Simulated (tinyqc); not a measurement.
Extended Hueckel theory, for BeH2+, step by step. The parameters take no account of the charge, which enters only through the electron count. One step of it, computed by the program tinyqc.

Problem. Mulliken analysis. P = C n C^T; charge = valence electrons (Be 2, H 1) minus the sum of (P S)_ii on the atom; overlap population = 2 sum P_ij S_ij between two atoms.

coefficients:
```
              MO1        MO2        MO3       MO4        MO5        MO6
1Be 2s   0.389187   0.000000   0.000000  0.000000   1.274077   0.000000
1Be 2px  0.000000   0.000000  -0.269834  0.962907   0.000000   0.000000
1Be 2py  0.000000   0.250552   0.000000  0.000000   0.000000   1.659317
1Be 2pz  0.000000   0.000000   0.962907  0.269834   0.000000   0.000000
2H 1s    0.484897   0.568309   0.000000  0.000000  -0.786345  -1.069266
3H 1s    0.484897  -0.568309   0.000000  0.000000  -0.786345   1.069266
```

occupations: 2.000000  1.000000  0.000000  0.000000  0.000000  0.000000

overlap S, lower triangle:
```
           1Be 2s   1Be 2px    1Be 2py   1Be 2pz     2H 1s     3H 1s
1Be 2s   1.000000
1Be 2px  0.000000  1.000000
1Be 2py  0.000000  0.000000   1.000000
1Be 2pz  0.000000  0.000000   0.000000  1.000000
2H 1s    0.476382  0.000000   0.556453  0.000000  1.000000
3H 1s    0.476382  0.000000  -0.556453  0.000000  0.039727  1.000000
```

Give: charges; Overlap populations.

Solution.

charges: 1Be 1.116, 2H -0.058, 3H -0.058

Overlap populations:

| pair | value |
|---|---|
| 2-1 | 0.518070 |
| 3-1 | 0.518070 |
| 3-2 | 0.011702 |
